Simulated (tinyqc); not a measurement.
Sheet resistance of a shallow doped layer with concentration-dependent mobility and limited activation. Changing the background C_B. Computed by tinyqc, a small Python program. Command: `OMP_NUM_THREADS=1 python tinyqc.py 3025805 3025806 out.jsonl irvin sweep`. One thread of a shared host (Intel(R) Xeon(R) Processor @ 2.30GHz), about 0.05 s of CPU time with the checks.

A layer of one dopant lies in a background of the opposite type. Current flows parallel to the surface down to the junction; depletion is ignored.

Inputs (values chosen for the exercise, modelled on antimony in silicon): surface concentration C_s = 1.7e+21 1/cm^3; length l = 37 nm; tail abruptness = 7.1 nm/decade; mobility floor mu_min = 62.9 cm^2/(V s); mobility mu_max = 1440 cm^2/(V s); reference density N_r = 9.01e+16 1/cm^3; exponent alpha = 0.713; prefactor of the active limit = 3.7e+21 1/cm^3; energy of the active limit = 0.564 eV; anneal temperature T = 1100 C.

Profile: box with exponential tail.

Constants: k_B = 8.617333262e-05 eV/K; e = 1.602176634e-19 C.

Method:
- C(x) = C_s for x < l and C_s 10^(-(x - l)/abruptness) beyond.
- Temperatures in kelvin are T(C) + 273.15.
- Active limit C_a = prefactor x exp(-energy/(k_B T)); the junction lies where C = C_B, and the profile exceeds C_a down to x_a (zero if C_s is below C_a). Slope at the junction in nm per decade = ln(10) C/|dC/dx|.
- Active density N = min(C, C_a); carriers n = N - C_B; mobility mu = mu_min + (mu_max - mu_min)/(1 + ((N + C_B)/N_r)^alpha).
- Integrals from 0 to x_j, where C = C_B (Gauss-Legendre, 60 points on each smooth piece; 1 nm = 1e-7 cm): dose int C dx, carriers int n dx, mean mobility int n mu dx/int n dx, R_s = 1/(e int n mu dx).

One run for each value; columns: (1) background C_B (1/cm^3); (2) junction depth x_j (nm); (3) sheet resistance R_s (ohm/square); (4) mean mobility (cm^2/(V s)); (5) abruptness at the junction (nm/decade):
```
(1)          (2)     (3)     (4)  (5)
1.00e+14  88.336  440.88  85.821  7.1
4.00e+14  84.062  440.91  85.816  7.1
2.00e+15  79.099  441.06  85.795  7.1
7.00e+15  75.236  441.41  85.745  7.1
3.00e+16  70.749  442.61  85.600  7.1
6.00e+17  61.511  458.27  84.550  7.1
2.00e+18  57.799  489.50  83.456  7.1
```

Give the missing row, background C_B (1/cm^3) = 1.00e+17.

Computed row; columns: (1) background C_B (1/cm^3); (2) junction depth x_j (nm); (3) sheet resistance R_s (ohm/square); (4) mean mobility (cm^2/(V s)); (5) abruptness at the junction (nm/decade):
```
(1)          (2)     (3)     (4)  (5)
1.00e+17  67.036  445.23  85.345  7.1
```

Interpolating between the two neighbouring rows (the first column on a logarithmic scale, the others too where they are positive) misses most in sheet resistance R_s (ohm/square), by 0.81 %. Over the rows, junction depth x_j (nm) falls from 88.3 to 57.8 (exponent d ln y / d ln x -0.036 between the first rows and -0.052 between the last); sheet resistance R_s (ohm/square) rises from 441 to 490; mean mobility (cm^2/(V s)) falls from 85.8 to 83.5. A heavier background makes the junction shallower, removes carriers and adds scattering centres. Left out: 1.00e19 (the active limit is under five times the background).
